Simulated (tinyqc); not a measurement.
Averaged masses of warped heavy- and light-hole bands: sweeps and comparisons. A value that a table varies takes the place of the one given here.

Four-band hole energies E = c k^2 f(u), c = hbar^2/2m0, f = g1 -/+ 2 sqrt(g2^2 + 3 (g3^2 - g2^2) s), s = ux^2 uy^2 + uy^2 uz^2 + uz^2 ux^2 for the unit vector u; minus for heavy, plus for light holes; the mass along u is 1/f.

Grid: n x n midpoints in cos(theta) from 0 to 1 and phi from 0 to pi/2, equal weights. m_d = <f^(-3/2)>^(2/3). Conductivity mass for one scattering time: 1/m_c = <|w|^2 f^(-5/2)>/<f^(-3/2)> with w = grad_k(k^2 f)/(2 k), that is |w|^2 = f^2 + |angular gradient of f|^2/4.

Values chosen for the exercise (out of a larger set: near those of GaAs; not measured data):
- g1 = 6.98 (Luttinger gamma1)
- g2 = 2.06 (gamma2)
- g3 = 2.93 (gamma3)

## Ways to average over directions

Heavy and light m_d on grids of growing n, against n = 160; also the three-direction rule <F> = (10 F[100] + 16 F[110] + 9 F[111])/35 and the spherical masses 1/(g1 (1 -/+ mu)), mu = (6 g3 + 4 g2)/(5 g1).

Masses (m0):
```
method             heavy   light  error heavy (%)  error light (%)
grid n = 1        0.8747  0.0780            43.52            -5.02
grid n = 2        0.6208  0.0813             1.86            -1.00
grid n = 3        0.6163  0.0818             1.12            -0.47
grid n = 5        0.6115  0.0820             0.32            -0.19
grid n = 10       0.6100  0.0821             0.08            -0.05
grid n = 160      0.6095  0.0821             0.00             0.00
three directions  0.6501  0.0825             6.66             0.47
spherical         0.5507  0.0823            -9.65             0.24
[100] alone       0.3497  0.0901           -42.63             9.67
```

The heavy mass is within 1 % from grid n = 5 on. Three directions err by +6.66 %, the spherical form by -9.65 % and [100] alone by -42.6 %; for light holes the same three err by +0.47, +0.24 and +9.7 %. The power -3/2 weights the heavy directions near [111], which a mean of f misses.

## Cyclotron masses against the field direction

For the central orbit m_cyc is the mean of 1/f(u) over the directions u normal to B (360 points on the circle). B lies in the (1-10) plane at the angle from [001]; 54.7 degrees is [111], 90 is [110].

Masses (m0):
```
angle (degrees)   heavy   light
0.0              0.4877  0.0849
15.0             0.5180  0.0839
30.0             0.5949  0.0820
45.0             0.6566  0.0805
54.7             0.6654  0.0803
70.0             0.6588  0.0808
90.0             0.6538  0.0816
```

The heavy mass is smallest at 0 and largest at 54.7 degrees of the angles listed, a spread of 36 %; the light mass varies by 5.7 %. The orbit normal to [001] has s between 0 and 1/4, the orbit normal to [111] has s = 1/4 all round, which gives 1/(g1 - sqrt(g2^2 + 3 g3^2)) = 0.6654. This is the classical limit; low Landau levels of holes depart from it.

## Several materials

The inputs are values chosen for the exercise; n = 40; delta = (g3 - g2)/g1.

Results:
```
case            g1    g2    g3  m_d heavy  m_c heavy  m_d light  delta
A near AlAs   3.74  0.82  1.43      0.810      0.656     0.1627  0.163
B near Si     4.30  0.34  1.46      0.521      0.413     0.1543  0.260
C near InP    5.06  1.60  2.11      0.861      0.716     0.1125  0.101
D near InAs  19.95  8.46  9.17      0.477      0.422     0.0265  0.036
E near Ge    13.46  4.23  5.67      0.332      0.269     0.0422  0.107
F near GaAs   7.03  2.07  2.94      0.598      0.470     0.0817  0.124
```

Heavy masses span a factor of 2.6 and light ones 6.1: the coupling to the conduction band adds to g1, 2 g2 and 2 g3 alike, so it cancels for heavy holes and doubles for light ones. The ratio m_c/m_d of the heavy holes is lowest for F (0.79); delta is largest for B; the heavy band feels the warping rather through (g3 - g2)/(g1 - 2 g3), which runs from 0.44 to 0.81 here and is 0.76 for the case with the lowest ratio.

## What each parameter does

n = 40. Each row changes one parameter from the base and keeps the others.

Results:
```
case        m_d heavy (m0)  m_c heavy (m0)  m_d light (m0)  m_c light (m0)
base                0.6095          0.4761          0.0821          0.0816
g1 = 6.771          0.7062          0.5179          0.0836          0.0830
g2 = 2.122          0.6204          0.4943          0.0818          0.0814
g3 = 2.842          0.5607          0.4671          0.0829          0.0824
```

The largest shifts from the base row, up to three for each result and ties (the steps differ in size, so this ranks the rows, not the parameters). m_d heavy (m0): g1 +0.0967, g3 -0.0488, g2 +0.0109. m_c heavy (m0): g1 +0.0418, g2 +0.0182, g3 -0.0090. m_d light (m0): g1 +0.0014, g3 +0.0008, g2 -0.0003. m_c light (m0): g1 +0.0014, g3 +0.0008, g2 -0.0002.

Program tinyqc; command `OMP_NUM_THREADS=1 python tinyqc.py 1050973 1050974 out.jsonl`; about 0.03 s on one thread of a shared Intel(R) Xeon(R) Processor @ 2.30GHz.
